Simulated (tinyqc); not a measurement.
From results back to parameters: valence-band anticrossing with a localised impurity level. Two cases, with inputs chosen for the exercise.

Problem. A host edge EM and a flat level EI are coupled by V = C sqrt(x), H = [[EM, V], [V, EI]]. EM and both levels are given.

Case 1.

Values chosen (out of a larger set: host near InP; not measured data): x = 0.058 (impurity fraction).
EM = 0.003480 eV

E-, E+ (eV): -0.494243  0.212723

Case 2.

Values chosen (out of a larger set: host near InP; not measured data): x = 0.0027 (impurity fraction).
EM = 0.000108 eV

E-, E+ (eV): -0.203079  0.016187

Find: EI; V; C; host weight of E-.

Solution. The trace gives EI = E+ + E- - EM; V^2 = (EM - E-)(E+ - EM); the host weight of E- is (EI - E-)/(E+ - E-).

Case 1.

EI = -0.285 eV
V = 0.3227 eV
C = 1.34 eV
host weight of E- = 0.296

Case 2.

EI = -0.187 eV
V = 0.0572 eV
C = 1.10 eV
host weight of E- = 0.073

Computed by tinyqc, one run a case: `OMP_NUM_THREADS=1 python tinyqc.py N N+1 out.jsonl` with N = 1080388, 1080787; one thread of a shared Intel(R) Xeon(R) Processor @ 2.30GHz, about 0.01 s a run at most.
